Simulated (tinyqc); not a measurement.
# Undoped symmetric double-gate MOSFET, analytic potential model: effects of single changes

An undoped body of thickness ts between two equal insulators and tied gates; long channel, electrons only, n = ni exp((psi - V)/Vt) with V the quasi-Fermi potential (0 at the source, Vd at the drain), constant mobility, no quantisation. Across the body psi(x) = V - 2 Vt ln[(ts/(2 beta)) sqrt(q ni/(2 eps0 eps_r Vt)) cos(2 beta x/ts)], x from the centre. Q is the electron charge per area of the whole body.

Parameters, values chosen for the exercise; material values close to those of germanium:
```
symbol    value        unit                                             meaning
T           400           K                                         temperature
Eg        0.669          eV                                            band gap
eps_r      16.3                      relative permittivity of the semiconductor
Nc      1.59e19       cm^-3              conduction-band density of states at T
Nv      9.25e18       cm^-3                 valence-band density of states at T
eox        21.6                     relative permittivity of the gate insulator
tox         6.5          nm                                 insulator thickness
ts           15          nm                                      body thickness
dphi       0.12           V  gate work function less that of the intrinsic body
mu          160  cm^2/(V s)                                    channel mobility
L           0.5          um                                         gate length
Vd         0.05           V                                       drain voltage
```

Constants: q = 1.602176634e-19 C, kB = 1.380649e-23 J/K, Vt = kB T/q, eps0 = 8.8541878128e-14 F/cm where lengths are in cm. Results are converted to the units shown.

Each table varies one quantity; the others keep the values above.

## Effect of the gate work function less that of the intrinsic body

ni = sqrt(Nc Nv) exp(-Eg/(2 Vt)), Eg in volts; r = eps_r tox/(eox ts); V0 = dphi + 2 Vt ln[(2/ts) sqrt(2 eps0 eps_r Vt/(q ni))]. beta (between 0 and pi/2) solves (Vg - V0 - V)/(2 Vt) = ln(beta) - ln(cos beta) + 2 r beta tan(beta). Q = 8 eps0 eps_r Vt beta tan(beta)/ts; I = mu (1/L)(4 eps0 eps_r/ts)(2 Vt)^2 [g(beta_s) - g(beta_d)] per width, g = beta tan(beta) - beta^2/2 + r beta^2 tan^2(beta), with beta_s at V = 0 and beta_d at V = Vd.  I(low) is taken at Vg = 0.12 V, Qs and I(high) at Vg = 0.87 V.

Results:

| dphi (V) | V0 (V) | I(low) (nA/um) | Qs(high) (nC/cm^2) | I(high) (uA/um) |
|---|---|---|---|---|
| -0.03 | 0.2219 | 109.9 | 2847 | 43.50 |
| 0.02 | 0.2719 | 26.93 | 2591 | 39.42 |
| 0.07 | 0.3219 | 6.384 | 2338 | 35.40 |
| 0.17 | 0.4219 | 0.3520 | 1843 | 27.56 |
| 0.22 | 0.4719 | 0.08254 | 1603 | 23.77 |
| 0.27 | 0.5219 | 0.01935 | 1370 | 20.10 |

Estimate the missing row, dphi = 0.12 V.

Computed row:

| dphi (V) | V0 (V) | I(low) (nA/um) | Qs(high) (nC/cm^2) | I(high) (uA/um) |
|---|---|---|---|---|
| 0.12 | 0.3719 | 1.501 | 2088 | 31.44 |

With this row back in the table: As dphi goes from -0.03 to 0.27 V, I(low) falls from 110 to 0.0194 nA/um and I(high) falls from 43.5 to 20.1 uA/um. V0 rises from 0.222 to 0.522 V. In every row the surface density at the source at the higher gate voltage passes 0.3 Nc, where Boltzmann statistics fail.

## Effect of the insulator thickness

Same model as above.

The same in every row: V0 (V) = 0.37189.

Effect of the insulator thickness:

| tox (nm) | I(low) (nA/um) | Qs(high) (nC/cm^2) | I(high) (uA/um) |
|---|---|---|---|
| 2.2 | 1.5011 | 5111.0 | 76.187 |
| 3.1 | 1.5010 | 3863.4 | 57.796 |
| 4.5 | 1.5009 | 2839.6 | 42.628 |
| 6.5 | 1.5006 | 2088.0 | 31.440 |
| 9.4 | 1.5002 | 1528.3 | 23.075 |
| 14 | 1.4997 | 1086.7 | 16.450 |
| 20 | 1.4989 | 797.84 | 12.102 |

What does the table show?

As tox goes from 2.2 to 20 nm, I(low) stays near 1.50 nA/um and I(high) falls from 76.2 to 12.1 uA/um. On average I(low) is independent of tox and I(high) goes as tox^(-0.83). Below threshold no voltage drops over the insulator in this long-channel model, so its thickness does not matter there. In every row the surface density at the source at the higher gate voltage passes 0.3 Nc, where Boltzmann statistics fail.

Computed by the program tinyqc: `OMP_NUM_THREADS=1 python tinyqc.py 2440077 2440078 out.jsonl`, one thread of a shared Intel Xeon 2.30GHz, about 0.01 s for the whole run.
